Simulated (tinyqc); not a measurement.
Composition and strain of an epitaxial Si(1-x)Ge(x) layer from Raman and X-ray peaks: one step, computed by the program tinyqc.

A (001) layer, biaxially strained in the plane. The Raman peaks follow empirical lines omega = w0 + c1 x + c3 x^3 + b eps (c3 for Si-Ge alone), with eps the in-plane strain.

Task: X-ray (004) reflection. Bragg angle theta = arcsin(2 lambda/a) for (004), for the substrate with a_sub and the layer with a_perp; separation in arc seconds.

Inputs (values chosen for the exercise, modelled on silicon-germanium): X-ray wavelength = 1.540598 angstrom.

Substrate: relaxed alloy buffer.

substrate constant a_sub = 5.627698 angstrom

a_perp = 5.532096 angstrom

Give: theta of the substrate; theta of the layer; separation, layer less substrate.

Result:

theta of the substrate = 33.20 degree

theta of the layer = 33.85 degree

separation, layer less substrate = 2341 arcsec
